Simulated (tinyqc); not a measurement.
From results to parameters: diatomic chain. Computed by the program tinyqc.

Problem. A chain of two alternating masses has one spring constant k; at the zone edge omega^2 = 2k/M and 2k/m, and wavenumber = 521.4708 sqrt(omega^2) with omega^2 in eV/(angstrom^2 u). Find k, the heavier mass and the optical wavenumber at q = 0.

wavenumbers at the zone edge (cm^-1): 223.773093  1042.941600
lighter mass = 7.200000 u

Solution. The upper value gives k = m omega^2/2, the ratio of the squares gives M/m, and at q = 0 omega^2 = 2k (1/m + 1/M), the sum of the two.

k = 14.400 eV/angstrom^2
heavier mass = 156.400 u
optical wavenumber at q = 0 = 1066.6778 cm^-1
